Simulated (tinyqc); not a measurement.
# Ferroelectric with a first-order transition, Landau-Devonshire energy: depolarisation in a thin film

One domain with free energy u = al P^2 + be P^4 + ga P^6 - E P, al = a0 (T - T0), be < 0 < ga (P in uC/cm^2, E in kV/cm, u in mJ/cm^3). Equilibrium: E = 2 al P + 4 be P^3 + 6 ga P^5; a state is stable against small changes where dE/dP > 0. The coercive field is that of uniform switching, which real films, switching by domains, do not reach.

Imperfect screening, an effective length ls = 0.003 nm at each electrode, adds the energy ls P^2/(eps0 t), so al becomes al + ls/(eps0 t) and T0 falls by ls/(eps0 a0 t) (short-circuited film, background permittivity neglected). Ps^2 = [-be + sqrt(be^2 - 3 al ga)]/(3 ga); Pc^2 = [-3 be + sqrt(9 be^2 - 15 al ga)]/(15 ga), Ec = -E(Pc); susceptibility chi = 1/(eps0 dE/dP). TC = T0 + be^2/(4 a0 ga), where u(Ps) = u(0); T1 = T0 + be^2/(3 a0 ga), where the polar minimum disappears.

Inputs (values chosen for the exercise): slope of the quadratic coefficient a0 = 0.021 kV cm/(uC K); Curie-Weiss temperature T0 = 600 K; quartic coefficient be = -0.00069 kV cm^5/uC^3; sixth-order coefficient ga = 4.4e-7 kV cm^9/uC^5; temperature T = 595 K.

Constants: eps0 = 8.8541878128e-14 F/cm where lengths are in cm. Results are converted to the units shown.

Depolarisation in a thin film:

| t (nm) | fall of T0 (K) | Ps (uC/cm^2) | depolarising field 2 ls Ps/(eps0 t) (kV/cm) | u(Ps) (mJ/cm^3) |
|---|---|---|---|---|
| 76 | 21.23 | 25.40 | 22.65 | 50.84 |
| 120 | 13.45 | 29.92 | 16.90 | -78.53 |
| 190 | 8.492 | 31.45 | 11.22 | -176.7 |
| 300 | 5.378 | 32.24 | 7.283 | -243.1 |
| 470 | 3.433 | 32.69 | 4.714 | -286.2 |
| 740 | 2.180 | 32.97 | 3.019 | -314.5 |
| 1200 | 1.345 | 33.14 | 1.872 | -333.7 |
| 1800 | 0.8964 | 33.23 | 1.251 | -344.1 |
| 2900 | 0.5564 | 33.30 | 0.7782 | -352.0 |

What does the comparison show?

As the film thickens from 76 to 2900 nm, Ps rises from 25.4 to 33.3 uC/cm^2 (bulk 33.4) and the depolarising field falls from 22.7 to 0.778 kV/cm. The polar state is the lowest for t > 90.2 nm and exists at all for t > 72.8 nm.

Computed by the program tinyqc: `OMP_NUM_THREADS=1 python tinyqc.py 2860102 2860103 out.jsonl`, one thread of a shared Intel Xeon 2.30GHz, about 0.01 s for the whole run.
